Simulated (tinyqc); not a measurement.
Lossy interposer transmission line with skin effect: two steps of the calculation.

A uniform line in a homogeneous dielectric: c = sqrt(er)/(c0 Z0), l = Z0 sqrt(er)/c0 (c0 = 299792458 m/s), g = w c td, w = 2 pi f. The resistance joins its limits as r = sqrt(r_dc^2 + r_hf^2), with r_dc = rho/(wd th), r_hf = kr rho/(2 delta (wd + th)), delta = sqrt(rho/(pi f mu0)), mu0 = 4 pi 1e-7 H/m; this is an interpolation, and internal inductance, up to 0.05 nH/mm at low frequency, is neglected.

Inputs (values chosen for the exercise):
- wd = 8.7 um (width of the strip)
- th = 0.56 um (thickness of the strip)
- rho = 2.2 uohm cm (resistivity)
- er = 3.9 (relative permittivity)
- td = 0.01 (loss tangent)
- Z0 = 50 ohm (lossless impedance sqrt(l/c))
- kr = 1.5 (factor for crowding and the return path)
- Rg = 25 ohm (source resistance)
- RL = 100 ohm (load resistance)
- CL = 0 fF (load capacitance)
- f = 5.4 GHz (frequency)

Task 1. Line constants. delta, r_dc, r_hf, r, l, c and g as defined.

Find: delta; r_dc; r_hf; r; l; c; g.

Result 1.

delta = 1.0159 um
r_dc = 4.5156 ohm/mm
r_hf = 1.7540 ohm/mm
r = 4.8443 ohm/mm
l = 0.32937 nH/mm
c = 131.75 pF/m
g = 0.044701 S/m

r is 1.07 times r_dc; the skin depth is 1.81 of the thickness.

Task 2. Reflection, input impedance and transfer. ZL = 1/(1/RL + i w CL); reflection (ZL - Zc)/(ZL + Zc); Zin = Zc (ZL + Zc tanh(gamma len))/(Zc + ZL tanh(gamma len)); H = V_load/V_source = [Zin/(Zin + Rg)]/[cosh(gamma len) + (Zc/ZL) sinh(gamma len)].

gamma len = 0.7765192+3.6518182i
Zc = 51.162648-10.345553i ohm

Give: ZL; reflection at the load; Zin; H; |H|.

Result 2.

ZL = 100.0+0.0i ohm
reflection at the load = 0.3169+0.0901i
Zin = 55.35-16.76i ohm
H = -0.3596+0.1897i
|H| = -7.818 dB

Computed by the program tinyqc: `OMP_NUM_THREADS=1 python tinyqc.py 2810138 2810139 out.jsonl`, one thread of a shared Intel Xeon 2.30GHz, about 0.01 s for the whole run.
